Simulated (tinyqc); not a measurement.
# Worked calculation: MOSFET with velocity saturation and source resistance

tinyqc, about 0.01 s, one thread, Intel Xeon 2.30GHz (shared host): `OMP_NUM_THREADS=1 python tinyqc.py 2500010 2500011 out.jsonl` Printed values are rounded.

Strong inversion, charge Q = Cox (Vg - m V) at channel potential V with Vg the gate overdrive, and drift velocity v = mu E/(1 + mu E/vsat). Integrating along the channel gives I = mu Cox (1/L)(Vg Vd - m Vd^2/2)/(1 + Vd/Vc) per width, Vc = vsat L/mu, which peaks at Vdsat. Units: I in uA/um, Rs in ohm um, so the drop over Rs is 1e-6 I Rs volts.

Inputs (values chosen for the exercise): gate capacitance Cox = 1.64 uF/cm^2; mobility at low gate voltage mu0 = 450 cm^2/(V s); mobility degradation th = 0.4 1/V; saturation velocity vsat = 6.7e6 cm/s; body factor m = 1.16; threshold VT = 0.33 V; channel length L = 0.05 um; source resistance Rs = 300 ohm um; gate voltage Vgs = 1.2 V.

Range of the model: At this length velocity overshoot and near-ballistic transport, left out here, matter.

## Saturation without source resistance

Vg = Vgs - VT (0 if negative), mu = mu0/(1 + th Vg), Vc = vsat L/mu, x = sqrt(1 + 2 Vg/(m Vc)), Vdsat = 2 Vg/(m (1 + x)), Isat = Cox vsat Vg (x - 1)/(x + 1) per width. Long-channel limit: mu Cox Vg^2/(2 m L); short-channel limit: Cox vsat Vg.

Vg = 0.87 V
mu = 333.8279 cm^2/(V s)
Vc = 0.1003511 V
Vdsat = 0.3003945 V
Isat = 573.0708 uA/um
long-channel limit = 3572.292 uA/um
short-channel limit = 955.9560 uA/um

Isat is 0.160 of the long-channel and 0.599 of the short-channel limit.

## Iteration 1: saturation current with source resistance

I at the start = 0 uA/um

Vg = Vgs - I Rs - VT (0 if negative), mu = mu0/(1 + th Vg), Vc = vsat L/mu, x = sqrt(1 + 2 Vg/(m Vc)), Vdsat = 2 Vg/(m (1 + x)), Isat = Cox vsat Vg (x - 1)/(x + 1) per width. I(new) = Isat.

Vg = 0.87 V
mu = 333.8279 cm^2/(V s)
Vc = 0.1003511 V
Vdsat = 0.3003945 V
Isat = 573.0708 uA/um
I after iteration 1 = 573.0708 uA/um

## Iteration 2: saturation current with source resistance

As before.

Vg = 0.6980788 V
mu = 351.7737 cm^2/(V s)
Vc = 0.09523168 V
Vdsat = 0.2564619 V
Isat = 440.1605 uA/um
I after iteration 2 = 440.1605 uA/um

## Course of the iteration: saturation current with source resistance

Stop when I changes by less than 1e-6 uA/um, or after 80 iterations.

Course of the iteration:

| iteration | I (uA/um) | \|change\| (uA/um) |
|---|---|---|
| 1 | 573.0708 | 573 |
| 2 | 440.1605 | 133 |
| 3 | 470.7163 | 30.6 |
| 4 | 463.6756 | 7.04 |
| 5 | 465.2971 | 1.62 |
| 6 | 464.9236 | 0.373 |
| 7 | 465.0096 | 0.0860 |
| 8 | 464.9898 | 0.0198 |
| 9 | 464.9944 | 4.56e-3 |
| 10 | 464.9933 | 1.05e-3 |
| 11 | 464.9936 | 2.42e-4 |
| 12 | 464.9935 | 5.58e-5 |
| 13 | 464.9935 | 1.28e-5 |
| 14 | 464.9935 | 2.96e-6 |
| 15 | 464.9935 | 6.81e-7 |

Converged in 15 iterations. At the end each change is about 0.23 times the one before, with alternating sign: linear convergence. The resistance lowers Isat by 18.9 %.
